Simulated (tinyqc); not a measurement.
Square on-chip spiral inductor, lumped pi model: one step of the calculation.

Outer diameter do = di + 2 n wd + 2 (n - 1) sp, mean da = (do + di)/2, fill p = (do - di)/(do + di), length l = 4 n da. L = 2.34 mu0 n^2 da/(1 + 2.75 p), mu0 = 4 pi 1e-7 H/m. Rs = rho l/(wd delta (1 - exp(-th/delta))), delta = sqrt(rho/(pi f mu0)). Cs = n wd^2 eps0 eo/hu across the coil. At each end Cox = l wd eps0 eo/(2 ho) leads to the substrate branch Rsi = 2 rs he/(l wd) in parallel with Csi = l wd eps0 11.7/(2 he). With one end grounded Y = 1/(Rs + i w L) + i w Cs + 1/[1/(i w Cox) + 1/(1/Rsi + i w Csi)], w = 2 pi f; Q = -Im Y/Re Y. Eddy currents in neighbouring turns and in the substrate are left out.

Task. Geometry and model elements. do, l, L, delta, Rs, Cs, Cox, Rsi and Csi as defined.

Values chosen for this exercise; values of the order met in silicon radio-frequency processes: number of turns n = 3.5; line width wd = 20 um; space between turns sp = 2 um; inner diameter di = 80 um; metal thickness th = 4 um; metal resistivity rho = 2.2 uohm cm; oxide below the coil ho = 3.9 um; oxide between coil and underpass hu = 0.7 um; relative permittivity of the oxide eo = 3; substrate resistivity rs = 10 ohm cm; effective spreading depth in the substrate he = 30 um; frequency f = 1.3 GHz.

Constants: eps0 = 8.8541878128e-12 F/m. Results are converted to the units shown.

Find: do; l; L; delta; Rs; Cs; Cox; Rsi; Csi.

Result.

do = 230.00 um
l = 2170.0 um
L = 2.3956 nH
delta = 2.0704 um
Rs = 1.3482 ohm
Cs = 53.125 fF
Cox = 147.80 fF
Rsi = 138.25 ohm
Csi = 74.933 fF

tinyqc, about 0.01 s, one thread, Intel Xeon 2.30GHz (shared host): `OMP_NUM_THREADS=1 python tinyqc.py 2302241 2302242 out.jsonl`
